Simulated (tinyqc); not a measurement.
## Well width from the intersubband spacing

Problem. In an empty well of width L and depth Vb, level k solves kw L/2 = (k - 1) pi/2 + arctan(sqrt((mw/mb)(Vb - E)/E)) with kw = sqrt(mw E/C), C = hbar^2/(2 m0). Find L, E1 and E2 from the spacing.

Inputs (values chosen for the exercise); material values close to those of In0.53Ga0.47As in InAlAs:
- mw = 0.041 m0 (mass along z in the well)
- mb = 0.0751 m0 (mass along z in the barriers)
- Vb = 0.506 eV (barrier height)

Constants: q = 1.602176634e-19 C, hbar = 1.054571817e-34 J s, m0 = 9.1093837015e-31 kg, hbar^2/(2 m0) = 0.0380998212 eV nm^2. Results are converted to the units shown.

E2 - E1 = 154.10931 meV

Solution. Both levels are solved for trial widths until their difference matches. A second level is bound only for L above 4.26 nm, and over that range one width gives this spacing.

L = 9.80 nm
E1 = 50.8 meV
E2 = 205 meV

Numbers from tinyqc (`OMP_NUM_THREADS=1 python tinyqc.py 2140012 2140013 out.jsonl`; about 0.1 s on one thread of a shared Intel Xeon 2.30GHz).
